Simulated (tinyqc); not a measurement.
Long-channel MOSFET, surface-potential model: effect of the temperature.

n-channel transistor on a uniformly doped p-type body, gradual-channel approximation, constant mobility, Boltzmann statistics, full ionisation. Potentials are counted from the neutral body; V is the electron quasi-Fermi potential, Vsb at the source and Vsb + Vds at the drain. Charges are magnitudes per area.

Nc and Nv are given at 400 K and scale as (T/400 K)^1.5; Eg, Vfb and mu are held fixed. ni = sqrt(Nc Nv) exp(-Eg/(2 Vt)), Eg in volts; phiF = Vt ln(Na/ni); Cox = eps0 eox/tox; gamma = sqrt(2 q eps0 eps_r Na)/Cox. The surface potential psi at channel potential V solves Vgs + Vsb - Vfb - psi = gamma sqrt(G), G = psi - Vt + Vt exp((psi - 2 phiF - V)/Vt). Charge sheet: Qi = Cox gamma [sqrt(G) - sqrt(psi - Vt)]; I = mu (W/L) [integral of Qi dpsi from psi_0 to psi_L (drift) + Vt (Qi0 - QiL) (diffusion)], with psi_0 at V = Vsb and psi_L at V = Vsb + Vds. VT = Vfb + 2 phiF + gamma sqrt(2 phiF + Vsb), m = 1 + gamma/(2 sqrt(2 phiF + Vsb)). The swing is 20 mV/log10[I(VT - 0.14 V)/I(VT - 0.16 V)] of the charge-sheet current at the given Vds.

Parameters, values chosen for the exercise; material values close to those of silicon:
```
symbol    value        unit                                                         meaning
Eg         1.11          eV                                                        band gap
eps_r      11.9                                  relative permittivity of the semiconductor
Nc      4.26e19       cm^-3  conduction-band density of states at the reference temperature
Nv       4.1e19       cm^-3     valence-band density of states at the reference temperature
Na       3.9e17       cm^-3                                    acceptor density of the body
eox        8.76                                 relative permittivity of the gate insulator
tox         8.5          nm                                             insulator thickness
Vfb       -0.91           V                                               flat-band voltage
mu          250  cm^2/(V s)                                                channel mobility
W            10          um                                                      gate width
L             1          um                                                     gate length
Vsb           0           V                                        source-body reverse bias
Vgs         0.2           V                                             gate-source voltage
Vds         1.2           V                                            drain-source voltage
```

Constants: q = 1.602176634e-19 C, kB = 1.380649e-23 J/K, Vt = kB T/q, eps0 = 8.8541878128e-14 F/cm where lengths are in cm. Results are converted to the units shown.

The same in every row: gamma (V^0.5) = 0.3977.

Result of one run:
```
VT (V)      m  swing (mV/decade)  I at Vgs, Vds (uA)
0.3796  1.208              69.31            8.155e-4
```

Which temperature T gave this result: 220, 250, 280, 370 or 400 K?

T = 280 K.

The whole series:
```
T (K)  VT (V)      m  swing (mV/decade)  I at Vgs, Vds (uA)
220    0.4478  1.202              53.82            4.805e-6
250    0.4143  1.205              61.50            8.216e-5
280    0.3796  1.208              69.31            8.155e-4
310    0.3439  1.212              77.26            0.005464
340    0.3071  1.216              85.39             0.02723
370    0.2693  1.220              93.71              0.1073
400    0.2307  1.224              102.3              0.3470
430    0.1912  1.229              111.1              0.9397
```

As T goes from 220 to 430 K, VT falls from 0.448 to 0.191 V, the swing rises from 53.8 to 111 mV a decade and the current rises from 4.81e-6 to 0.940 uA. The swing is 2.6 % above m Vt ln 10 in the first row and 6.0 % above it in the last. The gate voltage is below VT in 7 of the 8 rows. In every row the mobility is held fixed, though a real channel mobility changes with T and would alter the trend of the current.

tinyqc, about 0.05 s, one thread, Intel Xeon 2.30GHz (shared host): `OMP_NUM_THREADS=1 python tinyqc.py 2360117 2360118 out.jsonl`
